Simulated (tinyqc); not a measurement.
Energy and delay of logic against supply voltage: two steps of the calculation.

One expression serves below and above threshold: I(Vg) = Ik [ln(1 + exp((Vg - VT + dd V)/(al nf Vt)))]^al, with I_on = I(V) and I_off = I(0). Gate delay td = kd C V/I_on, clock period LD td. Per gate and cycle the switching energy is act C V^2 and the leakage energy I_off V LD td. No short-circuit current, no variation. Minima are sought above 0.09 V; below a few Vt gates no longer switch and the model has no meaning.

Values chosen for this exercise; values of the order met in logic technologies:
```
symbol,value,unit,meaning
T,300,K,temperature
VT,0.38,V,threshold voltage at zero drain bias
nf,1.32,,slope factor
dd,0.06,,barrier lowering per volt of supply
Ik,2,uA,specific current of a gate
al,1.79,,exponent of the current law
C,2,fF,load capacitance of a gate
kd,1,,delay factor
LD,16,,logic depth
act,0.3,,activity factor
V,0.56,V,supply voltage
```

Constants: q = 1.602176634e-19 C, kB = 1.380649e-23 J/K, Vt = kB T/q. Results are converted to the units shown.

Question 1. Currents, delay and energies. I_on, I_off, td, clock frequency 1/(LD td), both energies and their sum.

Wanted: I_on; I_off; td; clock frequency; switching energy; leakage energy; energy.

Answer 1.

I_on = 19.09 uA
I_off = 0.07783 nA
td = 58.67 ps
clock frequency = 1.065 GHz
switching energy = 188.2 aJ
leakage energy = 0.04091 aJ
energy = 188.2 aJ

I_on/I_off = 2.45e5; leakage makes up 0.0217 % of the energy.

Question 2. New V. Minimum-energy supply: E(V) is the energy per gate and cycle; with h = 0.001 V, E' = (E(V + h) - E(V - h))/(2 h), E'' = (E(V - h) - 2 E(V) + E(V + h))/h^2, V(new) = V - E'/E''.

V at the start = 0.1 V

Wanted: E'; E''; V after iteration 1.

Answer 2.

E' = -37.23 aJ/V
E'' = -756.5 aJ/V^2
V after iteration 1 = 0.05079 V

Numbers from tinyqc (`OMP_NUM_THREADS=1 python tinyqc.py 2082075 2082076 out.jsonl`; about 0.01 s on one thread of a shared Intel Xeon 2.30GHz).
